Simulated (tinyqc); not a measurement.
From results to parameters: diatomic chain. Computed by the program tinyqc.

Problem. A chain of two alternating masses has one spring constant k; at the zone edge omega^2 = 2k/M and 2k/m, and wavenumber = 521.4708 sqrt(omega^2) with omega^2 in eV/(angstrom^2 u). Find k, the heavier mass and the optical wavenumber at q = 0.

wavenumbers at the zone edge (cm^-1): 253.802340  605.990209
lighter mass = 11.700000 u

Solution. The upper value gives k = m omega^2/2, the ratio of the squares gives M/m, and at q = 0 omega^2 = 2k (1/m + 1/M), the sum of the two.

k = 7.9000 eV/angstrom^2
heavier mass = 66.7000 u
optical wavenumber at q = 0 = 656.993 cm^-1
